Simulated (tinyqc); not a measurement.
From one set of inputs to another, one input at a time: hydrogen passivation of interface dangling bonds: competing passivation and dissociation with distributed barriers. Computed by tinyqc, a small Python program. Command: `OMP_NUM_THREADS=1 python tinyqc.py 3010771 3010772 out.jsonl passiv ladder`. One thread of a shared host (Intel(R) Xeon(R) Processor @ 2.30GHz), about 0.1 s of CPU time with the checks.

P_b + H2 gives P_bH + H at the rate k_f [H2]; P_bH gives P_b + H at the rate k_d. All defects start unpassivated. E_f and E_d are Gaussian and independent.

The inputs printed are set A. Inputs not listed in the table keep their values of set A, so the rows need not describe a real material.

Inputs (values chosen for the exercise, close to those used for P_b centres at the silicon-oxide interface):
```
quantity                                      value          unit
defect density N0                           4.8e+12        1/cm^2
passivation prefactor k_f0                  5.8e-07        cm^3/s
mean passivation barrier E_f                    1.6            eV
spread sigma_f                                 0.11            eV
dissociation prefactor k_d0                 1.4e+12           1/s
mean dissociation barrier E_d                  2.55            eV
spread sigma_d                                0.063            eV
H2 in the oxide per atm, solubility factor  3.7e+17  1/(cm^3 atm)
hydrogen pressure p                             0.1           atm
anneal temperature T                            575             C
anneal time t                                    92             s
oxide thickness                                 2.2            nm
```

Constants: k_B = 8.617333262e-05 eV/K; e = 1.602176634e-19 C; eps_0 = 8.8541878128e-12 F/m.

Method:
- [H2] = solubility factor x p; a = k_f0 [H2] exp(-E_f/(k_B T)), d = k_d0 exp(-E_d/(k_B T)). For one pair of barriers the active share is y = [d + a exp(-(a + d) t)]/(a + d).
- Temperatures in kelvin are T(C) + 273.15.
- Average y over both Gaussians with 40 x 40 Gauss-Hermite points.
- Active density N0 y; threshold shift if each active defect holds one charge, e N0 y t_ox/(3.9 eps_0).
- Minimise the averaged y over T between 150 and 900 C: find where ln y is equal at T - 0.05 and T + 0.05 C; T is rounded to 0.1 C.

Each row keeps all changes above it:
```
input moved                                                                         from             to  active share, single barriers  least active share  threshold shift (mV)
set A                                                                                  -              -                     1.4773e-04          6.6197e-04            3.3853e-01
dissociation prefactor k_d0 (1/s) and mean dissociation barrier E_d (eV)   1.4e+12, 2.55  5.7e+12, 2.84                     1.1378e-05          7.6566e-05            4.4696e-02
anneal temperature T (C)                                                             575            475                     1.1782e-06          7.6566e-05            1.0937e+01
anneal time t (s)                                                                     92             77                     1.1782e-06          8.2606e-05            1.3579e+01
passivation prefactor k_f0 (cm^3/s) and mean passivation barrier E_f (eV)   5.8e-07, 1.6  2.6e-07, 1.59                     2.7978e-06          1.9250e-04            2.7878e+01
spread sigma_f (eV)                                                                 0.11           0.12                     2.7978e-06          2.7499e-04            3.4046e+01
```

Which inputs carry the difference?

Active share, single barriers goes from 1.48e-4 to 2.80e-6, a factor 0.0189 in all. The largest single move comes from dissociation prefactor k_d0 with mean dissociation barrier E_d (a factor 0.0770), and passivation prefactor k_f0 with mean passivation barrier E_f works against it (a factor 2.37). Least active share goes from 6.62e-4 to 2.75e-4, a factor 0.415 in all. The largest single move comes from dissociation prefactor k_d0 with mean dissociation barrier E_d (a factor 0.116), and passivation prefactor k_f0 with mean passivation barrier E_f works against it (a factor 2.33). Threshold shift goes from 0.339 to 34.0, a factor 101 in all. The largest single move comes from anneal temperature T (a factor 245), and dissociation prefactor k_d0 with mean dissociation barrier E_d works against it (a factor 0.132). The single moves hold for this order of the switches; the total does not depend on the order.

Caution (all rows): single-barrier shares below about 1e-3 are formal; measured passivation levels off well above them. Caution (all rows): a least active share below 1e-3 is a property of the model; measured passivation levels off well above it. Caution (all rows): atomic hydrogen, which both passivates and depassivates, and further passivation during cooling are left out. Caution (rows dissociation prefactor k_d0): densities below a few 1e9 per cm^2 are formal: other defects set the floor in real interfaces.

Extremes, crossings and ranges named in words are read from the listed rows.
